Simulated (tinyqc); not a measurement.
Ways to converge the cycle: SCF convergence aids in the sto-3g basis, for Li, spin multiplicity 2. Computed by the program tinyqc with PySCF. UHF with one setting changed at a time; a run stops when the energy changes by less than 1e-09 hartree and the error matrix is below 1e-5. The start is random orbitals. Damping d keeps d of the old density; a shift (hartree) raises the virtual levels; DIIS n extrapolates F over n matrices.

Geometry (angstrom):
```
atom,x,y,z
Li,0.0000,0.0000,0.0000
```

lowest solution found by these runs and by PySCF with stability checks = -7.315526 hartree

Largest element of the error matrix X^T (FDS - SDF) X:
```
iteration,plain,damping 0.3,damping 0.6,shift 0.4,DIIS 3,DIIS 8
1,6.5e-01,6.5e-01,6.5e-01,6.5e-01,6.5e-01,6.5e-01
2,7.5e-02,1.9e-01,3.6e-01,1.2e-01,7.5e-02,7.5e-02
3,1.6e-02,6.7e-02,2.2e-01,3.2e-02,1.6e-02,1.6e-02
4,2.4e-02,2.6e-02,1.3e-01,1.7e-02,2.5e-02,2.5e-02
5,3.3e-02,2.5e-02,8.3e-02,2.0e-02,1.4e-03,1.7e-03
6,4.0e-02,3.1e-02,5.3e-02,2.3e-02,2.4e-04,6.8e-04
8,3.7e-02,4.0e-02,2.9e-02,2.8e-02,1.3e-05,9.8e-07
10,2.4e-02,3.8e-02,3.6e-02,3.4e-02,8.8e-07,-
14,7.2e-03,2.1e-02,4.0e-02,4.1e-02,-,-
20,1.1e-03,6.2e-03,2.7e-02,3.2e-02,-,-
30,4.4e-05,7.5e-04,9.5e-03,1.1e-02,-,-
45,-,3.1e-05,1.7e-03,1.6e-03,-,-
60,-,-,3.0e-04,2.4e-04,-,-
```

How each run ends:
```
run,iterations,E (hartree),state
plain,35,-7.31553,lowest found
damping 0.3,51,-7.31553,lowest found
damping 0.6,>60,-7.31552,"falls steadily but slowly, by a factor of about 0.89 a step"
shift 0.4,>60,-7.31553,"falls steadily but slowly, by a factor of about 0.88 a step"
DIIS 3,11,-7.23016,higher
DIIS 8,8,-7.23016,higher
```

What does the comparison show, and why?

2 of 6 runs reach the lowest solution found, in 35 to 51 iterations (fastest: plain). Ending on a higher stationary point: DIIS 3, DIIS 8; a small error matrix cannot reveal that, and an occupation fixed by the start is kept by symmetry or by the shape of the basin. Not converged: damping 0.6, shift 0.4. Plain steps already contract here, so damping only slows them. DIIS minimises the error, not the energy, so it can stall or settle near a saddle, and its small system turns near-singular when few rotations are active.
